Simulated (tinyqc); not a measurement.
Inputs raised by 10 %, one at a time: correction of a charged-defect supercell by a model charge and potential alignment (plane-averaged potentials). Computed by tinyqc, a small Python program. Command: `OMP_NUM_THREADS=1 python tinyqc.py 3110590 3110591 out.jsonl align sens`. One thread of a shared host (Intel(R) Xeon(R) Processor @ 2.30GHz), about 0.02 s of CPU time with the checks.

The "true" defect charge is (1 - x) q in a Gaussian of width sigma plus x q in one of width sigma_t, so the exact answer is known; the correction sees only a single model Gaussian of width sigma_m. A Gaussian of width s has the transform rho(G) = exp(-G^2 s^2/2), normalised to 1. A uniform background cancels q, so G = 0 is left out. Potentials are those felt by a unit positive charge. E_0 is the formation energy of the isolated defect, E_cell its value in the supercell, E_lat = E_iso - E_per of the model charge, C the true less the model potential far from the defect; the exact correction is E_0 - E_cell, and the error of a scheme is E_cell plus its correction less E_0.

Inputs (values chosen for the exercise, with screening close to that of HfO2): defect charge q = -3 e; dielectric constant eps = 21.5; edge of the cubic cell L = 12.3 angstrom; width sigma of the true defect charge = 1.1 angstrom; width sigma_m of the model charge = 0.76 angstrom; share x of the charge in a wide tail = 0; width sigma_t of the tail = 2.3 angstrom; formation energy of the isolated defect E_0 = 5.72 eV.

Constants: e^2/(4 pi eps_0) = 14.39964548 eV angstrom.

Method:
- Periodic energy E_per = (2 pi q^2/(eps L^3)) (e^2/(4 pi eps_0)) sum_(G != 0) rho(G)^2/G^2, G = (2 pi/L)(n1, n2, n3), |n_i| <= 16. Isolated energy: two Gaussians of charges q_a, q_b and widths a, b interact by q_a q_b (e^2/(4 pi eps_0 eps)) sqrt(2/pi)/sqrt(a^2 + b^2), and the self-energy is half the sum over pairs.
- Supercell value E_cell = E_0 + E_per - E_iso for the true charge.
- E_lat = E_iso - E_per for the model charge; point-charge value alpha q^2 e^2/(4 pi eps_0 eps 2 L) with alpha = 2.837297.
- Plane-averaged potential at distance z from the defect: V(z) = (4 pi q/(eps L^3)) (e^2/(4 pi eps_0 e)) sum_(m != 0) rho(G_m) cos(G_m z)/G_m^2, G_m = 2 pi m/L, |m| <= 40.
- C = difference at z = L/2; E_corr = E_cell + E_lat - q C. For charges that have died out at L/2, C = (2 pi q/(eps L^3)) (e^2/(4 pi eps_0 e)) (<s^2> - sigma_m^2), <s^2> = (1 - x) sigma^2 + x sigma_t^2.

Runs; columns: (1) input moved; (2) from; (3) to; (4) exact correction (eV); (5) alignment C (V); (6) error without alignment (meV); (7) error with the point-charge term alone (meV):
```
(1)                                                (2)    (3)      (4)         (5)     (6)     (7)
base run                                             -      -  0.67060  -0.0042903  12.871  24.627
dielectric constant eps                           21.5  23.65  0.60964  -0.0039003  11.701  22.388
edge of the cubic cell L (angstrom)               12.3  13.53  0.61352  -0.0032234   9.670  18.502
width sigma of the true defect charge (angstrom)   1.1   1.21  0.66543  -0.0060142  18.043  29.798
width sigma_m of the model charge (angstrom)      0.76  0.836  0.67060  -0.0034674  10.402  24.627
width sigma_t of the tail (angstrom)               2.3   2.53  0.67060  -0.0042903  12.871  24.627
```

Exponents ln(y'/y) / ln(x'/x):
```
input                                  exact correction  alignment C  error without alignment  error with the point-charge term alone
dielectric constant eps                          -1.000       -1.000                   -1.000                                      -1
edge of the cubic cell L                         -0.933       -3.000                   -3.000                                      -3
width sigma of the true defect charge            -0.081        3.544                    3.544                                       2
width sigma_m of the model charge                 0.000       -2.234                   -2.234                                       0
width sigma_t of the tail                         0.000        0.000                    0.000                                       0
```

Which inputs matter most for each result?

Among the inputs moved here: exact correction answers most in size to dielectric constant eps (exponent -1.000), next to edge of the cubic cell L (-0.933); its exponent is below 0.0005 for width sigma_m of the model charge, width sigma_t of the tail. Its exponent -1.000 in dielectric constant eps: all terms are screened alike. Alignment C answers most in size to width sigma of the true defect charge (exponent +3.544), next to edge of the cubic cell L (-3.000); its exponent is below 0.0005 for width sigma_t of the tail. Its exponent -3.000 in edge of the cubic cell L: a second moment over the volume. Error without alignment answers most in size to width sigma of the true defect charge (exponent +3.544), next to edge of the cubic cell L (-3.000); its exponent is below 0.0005 for width sigma_t of the tail. Error with the point-charge term alone answers most in size to edge of the cubic cell L (exponent -3.000), next to width sigma of the true defect charge (+2.000); its exponent is below 0.0005 for width sigma_m of the model charge, width sigma_t of the tail. Its exponent -3.000 in edge of the cubic cell L: the next term after the point charge.
